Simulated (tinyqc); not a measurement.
Worked calculation: two-band model of a narrow-gap semiconductor with electrons and holes. Computed by tinyqc, a small Python program that keeps every step. Command: `OMP_NUM_THREADS=1 python tinyqc.py 3022957 3022958 out.jsonl bipolar walk`. One thread of a shared host (Intel(R) Xeon(R) Processor @ 2.30GHz), about 0.09 s of CPU time with the checks. Intermediate numbers are printed to about 6 digits and carried at full precision; extremes and crossings named in words are read from the listed rows.

Two parabolic bands with acoustic scattering (r = -1/2, a = 0), a gap that does not change with T, and fully ionised dopants. Melting is ignored, so values above the melting point are formal, and kappa_L does not change with T. eta_n = (E_F - E_c)/(k_B T), eta_p = -eta_n - E_g/(k_B T).

Inputs (values chosen for the exercise, modelled on Mg2Si):
```
quantity,value,unit
electron mass m_n,0.94,m_0
hole mass m_p,1.5,m_0
"electron mobility parameter mu_300,n",290,cm^2/(V s)
"hole mobility parameter mu_300,p",53,cm^2/(V s)
temperature exponent p,1.5,-
band gap E_g,0.66,eV
net doping N,1.9e+18,1/cm^3
lattice thermal conductivity kappa_L,3.5,W/(m K)
temperature T,300,K
```

Doping: p-type.

Constants: k_B = 8.617333262e-05 eV/K; m_0 = 9.1093837015e-31 kg; k_B = 1.380649e-23 J/K; hbar = 1.054571817e-34 J s; e = 1.602176634e-19 C.

## Fermi level

With x = E/(k_B T), a = alpha k_B T (0 for a parabolic band), G = x (1 + a x), D = 1 + 2 a x and <y> = int y f (1 - f) dx, f = 1/(1 + exp(x - eta)): tau = tau_0 G^r/D; transport function s = G^(3/2 + r)/D^2; n = N_0 <G^(3/2)> with N_0 = (2 m k_B T)^(3/2)/(3 pi^2 hbar^3). Integrals over x = E/(k_B T) use 160 Gauss-Legendre points in u = sqrt(x) from 0 to sqrt(max(eta, 0) + 32). Neutrality: p - n = N, with n = N_0(m_n) <x^(3/2)> at eta_n and p = N_0(m_p) <x^(3/2)> at eta_p.

eta_n = -22.3555

eta_p = -3.17441

## Each band alone

sigma = e mu_0 N_0 <s> with mu_0 = e tau_0/m = mu_300 (T/300 K)^(-p); |S| = (k_B/e)(<x s>/<s> - eta); Lorenz number L = (k_B/e)^2 (<x^2 s>/<s> - (<x s>/<s>)^2); kappa_e = L sigma T; zT = S^2 sigma T/(kappa_L + kappa_e). Hall factor r_H = <x^(3/2)> <x^(1/2)>/<s>^2.

Partial coefficients:
```
band,sigma (S/cm),|S| (microvolt/K),L (1e-8 V^2/K^2),density (1/cm^3),Hall factor
electrons,1.56262e-07,2098.80,1.48517,4.47077e+09,1.17810
holes,12.0643,447.670,1.49277,1.90000e+18,1.17519
```

The minority carriers have the larger |S|, since the Fermi level lies farther from their band; they carry 1.3e-06 % of the conductivity.

## Both bands together

Both bands together (these totals replace the one-band zT): sigma = sigma_n + sigma_p; S = (sigma_p |S_p| - sigma_n |S_n|)/sigma; kappa_bip = (sigma_n sigma_p/sigma)(|S_n| + |S_p|)^2 T; kappa_e = (L_n sigma_n + L_p sigma_p) T; zT = S^2 sigma T/(kappa_L + kappa_e + kappa_bip); weak-field R_H = (r_p sigma_p^2/p - r_n sigma_n^2/n)/(e sigma^2), where the Hall factors r_n and r_p are <x^(3/2)> <x^(1/2)>/<s>^2.

conductivity sigma = 12.0643 S/cm

Seebeck coefficient S = 447.670 microvolt/K

bipolar thermal conductivity = 3.03985e-08 W/(m K)

kappa_e = 0.00540278 W/(m K)

zT = 0.0206919

Hall coefficient R_H = 3.86052 cm^3/C

The minority band lowers |S| by less than the digits shown, at 448 microvolt/K, and bipolar flow adds 8.7e-07 % of the thermal conductivity.

## The maximum of |S| and the Goldsmid-Sharp gap

T_max maximises |S| of the majority sign between 150 and 1200 K; the Goldsmid-Sharp estimate is E_g = 2 e |S_max| T_max.

T_max = 531.598 K

|S_max| = 513.519 microvolt/K

Goldsmid-Sharp gap = 0.545971 eV

estimate over true gap = 0.827229

The estimate is 0.83 times the true gap. The weighted-mobility ratio of majority to minority carriers, mu m^(3/2), is 0.368; a ratio below 1 brings the onset forward and lowers the estimate.

## Against temperature

The formulas are those given above.

The same sample:
```
T (K),n (1/cm^3),p (1/cm^3),sigma (S/cm),S (microvolt/K),kappa_bip (W/(m K)),zT,R_H (cm^3/C)
150,4.44872e-03,1.90000e+18,33.7588,359.012,1.48825e-19,1.86073e-02,3.84375
200,3.74166e+03,1.90000e+18,22.0541,395.690,6.39440e-14,1.96944e-02,3.85274
250,1.56080e+07,1.90000e+18,15.8294,424.265,1.59959e-10,2.03178e-02,3.85757
300,4.47077e+09,1.90000e+18,12.0643,447.670,3.03985e-08,2.06919e-02,3.86052
350,2.73186e+11,1.90000e+18,9.5855,467.487,1.32097e-06,2.09187e-02,3.86244
400,6.29928e+12,1.90001e+18,7.8525,484.638,2.27856e-05,2.10501e-02,3.86329
500,5.67787e+14,1.90057e+18,5.6358,510.671,1.27715e-03,2.09634e-02,3.81711
600,1.25434e+16,1.91254e+18,4.4651,486.193,1.87531e-02,1.79770e-02,2.87281
750,2.76517e+17,2.17652e+18,5.9550,51.157,1.62264e-01,3.18575e-04,-3.30435
900,1.61516e+18,3.51516e+18,15.1549,-235.839,3.23411e-01,1.97367e-02,-2.15932
1050,4.62232e+18,6.52232e+18,30.9056,-272.244,5.03717e-01,5.93559e-02,-0.95554
1200,9.61745e+18,1.15174e+19,50.8541,-265.137,7.26889e-01,9.93476e-02,-0.49181
```

Among the rows where S keeps the majority sign, zT is largest at 400 K and |S| at 500 K. Among these rows sigma is least at 600 K; at higher T thermal pairs outweigh the falling mobility. R_H changes sign between 600 and 750 K. S changes sign between 750 and 900 K. kappa_bip reaches 0.727 W/(m K) at the last row, 0.208 times kappa_L.

Checks made by the program: neutrality (relative difference below 1e-10).
